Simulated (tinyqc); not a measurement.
Transfer curve: field-effect mobility of a thin-film transistor with band-tail and deep states (multiple trapping). Computed by tinyqc, a small Python program. Command: `OMP_NUM_THREADS=1 python tinyqc.py 3006472 3006473 out.jsonl tft walk`. One thread of a shared host (Intel(R) Xeon(R) Processor @ 2.30GHz), about 0.09 s of CPU time with the checks.

A thick film in accumulation at small drain voltage. Only free electrons move; trapped ones still screen the gate. N_c and mu_0 are held fixed when T changes, leaving out the T^(3/2) growth of N_c. x = E_0 - psi is the distance of the Fermi level below the band edge.

Inputs (values chosen for the exercise, modelled on amorphous In2O3):

| quantity | value | unit |
|---|---|---|
| permittivity eps | 9 | - |
| effective density of states N_c | 3.9e+18 | 1/cm^3 |
| band mobility mu_0 | 57 | cm^2/(V s) |
| tail density at the edge g_t | 7.6e+19 | 1/(eV cm^3) |
| tail width E_t | 23 | meV |
| flat-band Fermi level below the edge, E_0 | 0.5 | eV |
| equivalent oxide thickness t | 21 | nm |
| temperature T | 300 | K |

Deep states: none.

Constants: k_B = 8.617333262e-05 eV/K; e = 1.602176634e-19 C; eps_0 = 8.8541878128e-12 F/m.

Method:
- F_j(eta) = int_0^infinity x^j/(1 + exp(x - eta)) dx, without a gamma-function factor.
- Integrals over x = E/(k_B T) use 160 Gauss-Legendre points in u = sqrt(x) from 0 to sqrt(max(eta, 0) + 32).
- Free n(x) = N_c (2/sqrt(pi)) F_1/2(-x/k_B T), with F_1/2 from its two-term series in exp(-x/k_B T) for x >= 12 k_B T; tail n_t(x) = int_0^1.2eV g_t exp(-E/E_t)/(1 + exp((x - E)/k_B T)) dE, E counted down from the edge, 120 Gauss-Legendre points; space charge rho(psi) = n + n_t less its value at psi = 0.
- Poisson: F(psi) = sqrt((2 e/(eps eps_0)) int_0^psi rho dpsi'); V_G - V_FB = psi_s + eps F(psi_s) t/3.9; free sheet density N_f = int (n - n(E_0))/F dpsi; induced sheet density N_i = eps eps_0 F(psi_s)/e; trapezoid rule on 301 even points in psi, the first interval left out of N_f.
- mu_eff = mu_0 N_f/N_i; field-effect mobility mu_FE = mu_0 e (dN_f/dV_G)/C_ox and swing S = dV_G/dlog10(N_f), by a central difference of +/- 2 mV in psi_s; C_ox = 3.9 eps_0/t.

Against the band bending:

| psi_s (V) | V_G - V_FB (V) | N_f (1/cm^2) | mu_eff (cm^2/(V s)) | mu_FE (cm^2/(V s)) | S (mV/decade) |
|---|---|---|---|---|---|
| 0.17 | 0.1734 | 8.0017e+08 | 13.062 | 0.827 | 123.7 |
| 0.25 | 0.2654 | 3.9011e+09 | 14.075 | 3.344 | 149.2 |
| 0.31 | 0.3568 | 1.2929e+10 | 15.355 | 7.768 | 212.9 |
| 0.36 | 0.4758 | 3.5547e+10 | 17.042 | 13.087 | 347.5 |
| 0.40 | 0.6348 | 8.0786e+10 | 19.110 | 18.267 | 565.7 |
| 0.44 | 0.9030 | 1.8562e+11 | 22.264 | 24.890 | 954.0 |
| 0.47 | 1.2199 | 3.4651e+11 | 25.662 | 31.320 | 1415.2 |
| 0.51 | 1.8613 | 7.6721e+11 | 31.533 | 40.752 | 2407.7 |
| 0.55 | 2.7925 | 1.5162e+12 | 37.552 | 47.595 | 4073.8 |

What follows from these numbers?

The steepest swing among the rows is 124 mV/decade. mu_eff climbs from 13 to 38, 66 % of mu_0 in the last row. Between rows 6 and 7 N_f scales as (V_G - V_FB - psi_s)^1.29; an exponential tail holding all the charge would give the larger of 1 and 2 E_t/k_B T - 1, here 1.00, and free charge alone 1.
